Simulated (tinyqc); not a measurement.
MOS capacitor on a p-type substrate, surface potential from the exact charge relation: one step of the calculation.

Uniform p-type substrate, Boltzmann statistics, full ionisation, classical densities. psi is the surface potential against the body (positive when the bands bend down) and u = psi/Vt. Traps are spread evenly over the gap and neutral at flat band, so their charge is -q Dit psi; the minority quasi-Fermi level is shifted by Vb.

Question. Charges, field and capacitances at the solution. ni = sqrt(Nc Nv) exp(-Eg/(2 Vt)), Eg in volts; phiF = Vt ln(N/ni); Cox = eps0 eox/tox; Vfb = phiM - chi - (Eg - Vt ln(Nv/N)) - q Nf/Cox; Q0 = sqrt(2 eps0 eps_r q N Vt); r = (ni/N)^2 exp(-Vb/Vt); VT = Vfb + [(2 phiF + Vb)(1 + q Dit/Cox) + sqrt(2 eps0 eps_r q N (2 phiF + Vb))/Cox].

u = psi/Vt; F^2 = exp(-u) + u - 1 + r (exp(u) - u - 1); Qs = -sign(u) Q0 F; Cs = -dQs/dpsi = (Q0/Vt) |1 - exp(-u) + r (exp(u) - 1)|/(2 F). Low frequency: 1/C_LF = 1/Cox + 1/(Cs + q Dit). High frequency, in the simple estimate in which traps and minority carriers do not follow: 1/C_HF = 1/Cox + 1/Cd, Cd being Cs with r = 0 at the same psi. Minority sheet density N_inv = (Q0/(2 q)) int_0^u r (exp(t) - 1)/F(t) dt for u > 0. Oxide field |Qs - q Dit psi + q Nf|/(eps0 eox).

Parameters, values chosen for the exercise; band and dielectric values close to those of silicon:
- T = 325 K (temperature)
- Eg = 1.14 eV (band gap)
- eps_r = 11.7 (relative permittivity)
- Nc = 3.19e19 cm^-3 (conduction-band density of states at T)
- Nv = 3.04e19 cm^-3 (valence-band density of states at T)
- N = 2.7e15 cm^-3 (acceptor density of the substrate)
- eox = 3.9 (relative permittivity of the gate insulator (close to silicon dioxide))
- tox = 6 nm (insulator thickness)
- Nf = 0 cm^-2 (fixed charge at the interface, in units of q)
- Dit = 1.6e10 cm^-2 eV^-1 (density of interface traps)
- Vb = 0 V (reverse bias of the inversion layer against the body)

Constants: q = 1.602176634e-19 C, kB = 1.380649e-23 J/K, Vt = kB T/q, eps0 = 8.8541878128e-14 F/cm where lengths are in cm. Results are converted to the units shown.

converged psi = 0.90415323 V

Find: Qs; N_inv; oxide field; Cs; C_LF/Cox; C_HF/Cox.

Answer.

Qs = -857.8 nC/cm^2
N_inv = 5.196e12 cm^-2
oxide field = 2.491 MV/cm
Cs = 15.30 uF/cm^2
C_LF/Cox = 0.9638
C_HF/Cox = 0.02704

The surface is in strong inversion (borders at |psi| = 0, phiF + Vb and 2 phiF + Vb = 0.616 V). Minority carriers make up 97.1 % of Qs.

Numbers from tinyqc (`OMP_NUM_THREADS=1 python tinyqc.py 2060055 2060056 out.jsonl`; about 0.01 s on one thread of a shared Intel Xeon 2.30GHz).
